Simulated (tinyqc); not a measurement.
# One-sided p+-n junction, ionisation integral and breakdown, step by step

Computed by the program tinyqc: `OMP_NUM_THREADS=1 python tinyqc.py 2120038 2120039 out.jsonl`, one thread of a shared Intel Xeon 2.30GHz, about 0.04 s for the whole run. Printed values are rounded.

A p+ layer at x < 0 and an n drift layer from x = 0. Depletion approximation, built-in voltage neglected. Local ionisation coefficients alpha_n = an exp(-(bn/E)^mx), alpha_p = ap exp(-(bp/E)^mx). Electrons move towards +x, holes towards x = 0.

Inputs (values chosen for the exercise); material values close to those of silicon: relative permittivity eps_r = 11.8; prefactor of the electron ionisation coefficient an = 7.13e5 1/cm; field constant for electrons bn = 1.3e6 V/cm; prefactor of the hole ionisation coefficient ap = 1.63e6 1/cm; field constant for holes bp = 2.09e6 V/cm; exponent mx = 1; donor density of the drift layer N = 4.6e15 cm^-3; reverse voltage V = 64.5 V; share of the depleted width that the grid covers fr = 0.5.

Constants: q = 1.602176634e-19 C, eps0 = 8.8541878128e-14 F/cm where lengths are in cm. Results are converted to the units shown.

## Field and ionisation coefficients on a grid

W = sqrt(2 eps0 eps_r V/(q N)), peak field E0 = q N W/(eps0 eps_r), falling linearly to 0 at W. Grid: 10 equal steps from 0 to fr W.

W = 4.27638 um

```
point	x (um)	E (kV/cm)	alpha_n (1/cm)	alpha_p (1/cm)
0	0.00000	301.657	9582.64	1596.70
1	0.21382	286.574	7638.00	1108.81
2	0.42764	271.491	5936.48	739.425
3	0.64146	256.409	4479.22	470.143
4	0.85528	241.326	3262.75	282.477
5	1.06909	226.243	2278.33	158.575
6	1.28291	211.160	1511.36	81.9724
7	1.49673	196.077	941.235	38.2835
8	1.71055	180.994	541.688	15.7488
9	1.92437	165.911	281.950	5.51244
10	2.13819	150.829	128.790	1.56408
```

## Ionisation integrals by the trapezoid rule

G(x) = integral from 0 to x of (alpha_n - alpha_p); I_n = integral of alpha_n exp(-G) (electrons injected at x = 0), I_p = integral of alpha_p exp(G(end) - G) (holes injected at the far edge); M = 1/(1 - I). All integrals by the trapezoid rule on the grid.

```
point	G	alpha_n exp(-G) (1/cm)
0	0.000000	9582.64
1	0.155180	6540.12
2	0.280545	4484.25
3	0.378967	3066.33
4	0.453690	2072.76
5	0.508214	1370.57
6	0.546158	875.34
7	0.571093	531.71
8	0.586369	301.36
9	0.594947	155.52
10	0.599263	70.73
```

I_n = 0.517969
I_p = 0.116185
M_n = 2.07455
M_p = 1.13146

A grid of 1500 steps over the whole width gives I_n = 0.5132 and I_p = 0.1136; the coarse I_n is 0.92 % above and the coarse I_p 2.3 % above those values. Electrons multiply more: on this coarse grid M - 1 is 8.17 times as large for them.

## Breakdown voltage by secant steps

G(x) = integral from 0 to x of (alpha_n - alpha_p); I_n = integral of alpha_n exp(-G) (electrons injected at x = 0), I_p = integral of alpha_p exp(G(end) - G) (holes injected at the far edge); M = 1/(1 - I). Secant steps on ln I_n(V) = 0 with the integrals on a fine grid (1500 steps), from the points V = 71.9 and 83.3 V; stop when the step is below 1e-7 of V.

Course of the iteration:
```
step	V (V)	I_n	change of V (V)
1	83.3	0.844480	7.26
2	90.5613	0.957721	2.49
3	93.0541	0.994035	0.401
4	93.4549	0.999748	0.0176
5	93.4724	0.999998	1.08e-4
6	93.4726	1.00000	2.81e-8
```

Breakdown at 93.473 V, with a peak field of 363.1 kV/cm and W = 5.148 um. The integral for holes reaches 1 at the same voltage.
